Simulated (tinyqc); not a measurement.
Current crowding under a contact, resistor ladder against the transmission-line model: one step of the calculation.

A metal contact of length d and width W on a thin layer of the same width. The metal has no resistance, the sheet resistance under it equals Rsh, and current enters the layer at the front edge x = 0.

Task. The transmission-line result. Transfer length Lt = sqrt(rc/Rsh); front resistance Rc = (Rsh Lt/W) coth(d/Lt); end resistance Re = (Rsh Lt/W)/sinh(d/Lt). v(x) = I (Rsh Lt/W) cosh((d - x)/Lt)/sinh(d/Lt) at the cell centres x = (i - 1/2) d/n.

Values chosen for this exercise: sheet resistance of the semiconductor layer Rsh = 130 ohm/sq; specific contact resistivity rc = 1.4e-8 ohm cm^2; contact length d = 0.34 um; contact width W = 12 um; cells n = 10; current I = 0.1 mA.

Give: Lt; Rc; Re; v(x).

Result.

Lt = 0.10377 um
Rc = 1.1274 ohm
Re = 0.085039 ohm

| cell | v(x) (mV) |
|---|---|
| 1 | 0.095761 |
| 2 | 0.069134 |
| 3 | 0.049995 |
| 4 | 0.036271 |
| 5 | 0.026475 |
| 6 | 0.019547 |
| 7 | 0.014735 |
| 8 | 0.011520 |
| 9 | 0.009552 |
| 10 | 0.008618 |

The ladder's Rc is 1.3 % above this value, with cells 0.33 Lt long.

Program tinyqc, `OMP_NUM_THREADS=1 python tinyqc.py 2760174 2760175 out.jsonl`; Intel Xeon 2.30GHz, shared host, one thread, about 0.01 s.
